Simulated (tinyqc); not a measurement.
# Interface traps from C-V curves, high-low and Terman methods, step by step

Computed by the program tinyqc: `OMP_NUM_THREADS=1 python tinyqc.py 2030058 2030059 out.jsonl`, one thread of a shared Intel Xeon 2.30GHz, about 0.01 s for the whole run. Printed values are rounded.

MOS capacitor on an n-type substrate; psi is the band bending, negative in depletion; only majority carriers are counted. At the bending psi the Fermi level lies y = xi - psi below the conduction edge at the surface, xi = Vt ln(Nc/Nd). Dit(y) = D0 + D1 exp(-y/E1); traps fill up to the Fermi level, follow the bias and a slow signal, and do not follow a fast one. V is the gate voltage from flat band.

Parameters, values chosen for the exercise; band and dielectric values close to those of silicon:
```
symbol,value,unit,meaning
T,200,K,temperature
eps_r,11.9,,relative permittivity
Nc,1.5e19,cm^-3,conduction-band density of states at T
Nd,3.3e15,cm^-3,donor density
EOT,29,nm,equivalent oxide thickness
D0,2.3e12,cm^-2 eV^-1,trap density far from the band edge
D1,1.6e13,cm^-2 eV^-1,band-tail density at the conduction edge
E1,0.11,eV,decay energy of the tail
n,9,,points
pa,-0.64,V,deepest band bending
pb,-0.026,V,shallowest band bending
```

Constants: q = 1.602176634e-19 C, kB = 1.380649e-23 J/K, Vt = kB T/q, eps0 = 8.8541878128e-14 F/cm where lengths are in cm. Results are converted to the units shown.

Range of the model: Traps more than about 25 kB T below the conduction edge emit electrons too slowly to follow an ordinary sweep, so the deepest points are idealised.

## The curves

Cox = 3.9 eps0/EOT, LD = sqrt(eps0 eps_r Vt/(q Nd)), u = psi/Vt, Cd = (eps0 eps_r/(sqrt(2) LD)) |exp(u) - 1|/sqrt(exp(u) - u - 1). Ideal V0 = psi - sqrt(2) (eps0 eps_r Vt/LD) sqrt(exp(u) - u - 1)/Cox for psi < 0; the traps add dV = (q/Cox) times the integral of Dit from 0 to psi = (q/Cox) [D0 psi + D1 E1 exp(-xi/E1) (exp(psi/E1) - 1)]. 1/C_HF = 1/Cox + 1/Cd, 1/C_LF = 1/Cox + 1/(Cd + q Dit). Take n equally spaced psi from pa to pb.

```
point,psi (V),y (eV),Dit (cm^-2 eV^-1),V0 (V),V (V),C_HF (nF/cm^2),C_LF (nF/cm^2)
0,-0.640000,0.785148,2.31271e12,-0.861219,-3.47288,17.9590,91.3139
1,-0.563250,0.708398,2.32554e12,-0.770389,-3.14263,18.9850,91.5025
2,-0.486500,0.631648,2.35132e12,-0.678530,-2.80943,20.2251,91.8156
3,-0.409750,0.554898,2.40311e12,-0.585376,-2.47109,21.7688,92.3586
4,-0.333000,0.478148,2.50717e12,-0.490522,-2.12332,23.7712,93.3163
5,-0.256250,0.401398,2.71624e12,-0.393298,-1.75763,26.5312,94.9769
6,-0.179500,0.324648,3.13631e12,-0.292421,-1.35706,30.7361,97.6880
7,-0.102750,0.247898,3.98029e12,-0.184746,-0.88694,38.5064,101.649
8,-0.026000,0.171148,5.67601e12,-0.057439,-0.27113,58.7305,106.684
```

Cox = 119.074 nF/cm^2

At the deepest bending the traps stretch the gate voltage from -0.861 to -3.47 V.

## High-low extraction

q Dit = (1/C_LF - 1/Cox)^(-1) - (1/C_HF - 1/Cox)^(-1) at each point.

```
point,Dit by high-low (cm^-2 eV^-1)
0,2.31271e12
1,2.32554e12
2,2.35132e12
3,2.40311e12
4,2.50717e12
5,2.71624e12
6,3.13631e12
7,3.98029e12
8,5.67601e12
```

With a true high-frequency curve this returns Dit exactly.

## Terman extraction

psi at each point follows from C_HF and the ideal curve. Dit = (Cox/q) d(V - V0)/dpsi by central differences over the two neighbours.

```
point,Dit by Terman (cm^-2 eV^-1)
1,2.32767e12
2,2.35559e12
3,2.41168e12
4,2.52439e12
5,2.75085e12
6,3.20583e12
7,4.11998e12
```

The differences overstate the curved tail; the largest error is 3.5 %, at point 7.
